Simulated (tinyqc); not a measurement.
Inside a calculation. Method: Hubbard chain of 5 sites. Computed by tinyqc, a small Python program that keeps every step. Settings: hopping = 1.96, U = 6.4, mixing = 1, iteration cap = 54. Command: `OMP_NUM_THREADS=1 python tinyqc.py 31834 31835 out.jsonl` (the two numbers bound the seeds that draw the settings). One thread of a shared host (Intel(R) Xeon(R) Processor @ 2.60GHz), about 0.2 s of CPU time with the checks. Later iterations appear only in the table of the cycle.

## Mean-field iteration 1

one-body matrix (hopping and site energies) (eV), lower triangle:
```
,1,2,3,4,5
1,0.000000
2,-1.960000,0.000000
3,0.000000,-1.960000,0.000000
4,0.000000,0.000000,-1.960000,0.000000
5,0.000000,0.000000,0.000000,-1.960000,0.000000
```

U = 6.400000 eV

electrons, up and down: 3  2

mixing = 1

n(up) at the start (a guess, not normalised): 1 0.650000, 2 0.550000, 3 0.650000, 4 0.550000, 5 0.650000

n(down) at the start (a guess): 1 0.350000, 2 0.450000, 3 0.350000, 4 0.450000, 5 0.350000

H(up) = T + U n(down), H(down) = T + U n(up); fill the lowest levels; n(new) = n + mixing (n(out) - n); E = tr T (rho up + rho down) + U sum n_up n_down of the output.

levels, up (eV): -0.849868  0.574049  2.240000  4.545951  5.969868

levels, down (eV): 0.430132  1.854049  4.160000  5.825951  7.249868

energy = -3.521653 eV

n(up) after iteration 1: 1 0.714770, 2 0.436256, 3 0.697948, 4 0.436256, 5 0.714770

n(down) after iteration 1: 1 0.285230, 2 0.563744, 3 0.302052, 4 0.563744, 5 0.285230

## Mean-field iteration 2

As before.

levels, up (eV): -0.748930  0.563599  1.861750  4.869836  6.253745

levels, down (eV): 0.146255  1.530164  4.538250  5.836401  7.148930

energy = -3.974961 eV

n(up) after iteration 2: 1 0.792548, 2 0.335471, 3 0.743962, 4 0.335471, 5 0.792548

n(down) after iteration 2: 1 0.207452, 2 0.664529, 3 0.256038, 4 0.664529, 5 0.207452

## Convergence

Each step fills the lowest levels of T + U n(other spin) and sets n(new) = n + mixing (n(out) - n); stop when output and input agree to 1e-8.

Course of the cycle:
```
iteration,E (eV),largest |n(out) - n(in)|,mean |n_up - n_down|
1,-3.52165278,1.14e-01,0.301991
2,-3.97496060,1.01e-01,0.463246
3,-4.28366637,7.77e-02,0.587547
4,-4.40869012,4.60e-02,0.661193
5,-4.44244205,2.27e-02,0.697491
6,-4.44967711,1.02e-02,0.713753
7,-4.45106253,4.36e-03,0.720737
8,-4.45131432,1.84e-03,0.723684
9,-4.45135902,7.72e-04,0.724920
10,-4.45136688,3.23e-04,0.725437
11,-4.45136825,1.35e-04,0.725652
12,-4.45136849,5.63e-05,0.725742
13,-4.45136854,2.35e-05,0.725780
14,-4.45136854,9.82e-06,0.725796
15,-4.45136855,4.10e-06,0.725802
16,-4.45136855,1.71e-06,0.725805
17,-4.45136855,7.15e-07,0.725806
18,-4.45136855,2.99e-07,0.725807
19,-4.45136855,1.25e-07,0.725807
20,-4.45136855,5.21e-08,0.725807
21,-4.45136855,2.18e-08,0.725807
22,-4.45136855,9.09e-09,0.725807
```

local moments n_up - n_down: 1 0.815193, 2 -0.657259, 3 0.684132, 4 -0.657259, 5 0.815193

Converged in 22 iterations. Before convergence this energy mixes input and output and is not variational, so it may rise towards its limit.

## Exact diagonalisation (100 states)

Lowest levels of the sector, and the double occupancy of the lowest state.

lowest levels (eV): -5.412218  -4.162587  -3.366697  -3.219038  -2.502475  -1.723673

double occupancy per site = 0.103940

The mean-field solution above lies 0.9608 eV above the exact energy.

## The lowest level by Lanczos steps

From a random start vector (not printed): a_j = <q_j|H|q_j>, b_j = norm of the remainder after orthogonalising; the Ritz value is the lowest eigenvalue of the tridiagonal matrix of a and b so far.

Lanczos:
```
j,a_j (eV),b_j (eV),lowest Ritz value (eV)
1,4.141990,6.642559,4.14199049
2,5.925298,6.949743,-1.66849246
3,6.122813,6.614745,-4.12505699
4,8.080502,6.207779,-5.04406159
5,9.610182,5.759490,-5.30048894
6,8.812756,6.279080,-5.36026606
7,5.076695,6.473972,-5.38873700
8,9.508671,4.987263,-5.40706600
9,9.254866,4.882719,-5.41123457
10,9.450996,6.529071,-5.41187976
```
